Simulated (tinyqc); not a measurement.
Gate-all-around wire with two subbands, quantum capacitance: two steps of the calculation.

phi is the Fermi level above the lowest subband edge, in volts; Vg is counted from the gate voltage at which an empty wire would have phi = 0. Both directions of motion are filled (equilibrium).

Values chosen for this exercise: temperature T = 300 K; mass along the wire md = 0.045 m0; valley degeneracy gv = 1; second subband above the first E2 = 0.17 eV; orbital degeneracy of the second subband g2 = 2; gate voltage Vg = 1.17 V.

Constants: q = 1.602176634e-19 C, kB = 1.380649e-23 J/K, hbar = 1.054571817e-34 J s, m0 = 9.1093837015e-31 kg, Vt = kB T/q. Results are converted to the units shown.

Problem 1. New phi. N1 = gv sqrt(2 md m0 kB T/(pi hbar^2)); n1 = N1 F(phi/Vt), n2 = g2 N1 F((phi - E2)/Vt), n = n1 + n2, F(e) = (1/sqrt(pi)) int_0^infinity u^(-1/2) du/(1 + exp(u - e)); Cq = q dn/dphi = (q N1/Vt) [F'(phi/Vt) + g2 F'((phi - E2)/Vt)]. Newton: f = phi + q (n)/Cox - Vg, phi(new) = phi - f/(1 + (Cq)/Cox).

phi after iteration 2 = 0.53725051 V
Cox = 3.4277003 pF/cm

Find: n1; n2; Cq; f; phi after iteration 3.

Solution 1.

n1 = 5.066e6 cm^-1
n2 = 8.368e6 cm^-1
Cq = 2.599 pF/cm
f = -0.004794 V
phi after iteration 3 = 0.5400 V

Problem 2. Charge and capacitances at the solution. 1/C_G = 1/Cox + 1/(Cq); dphi/dVg = Cox/(Cox + Cq).

converged phi = 0.53997886 V
Cox = 3.4277003 pF/cm

Wanted: n; Cq; C_G; dphi/dVg.

Solution 2.

n = 1.348e7 cm^-1
Cq = 2.590 pF/cm
C_G = 1.475 pF/cm
dphi/dVg = 0.5696

Cq is 0.756 times Cox, so C_G is 43.0 % of Cox; 46.2 % of the gate voltage has gone into phi.

Numbers from tinyqc (`OMP_NUM_THREADS=1 python tinyqc.py 2200112 2200113 out.jsonl`; about 0.01 s on one thread of a shared Intel Xeon 2.30GHz).
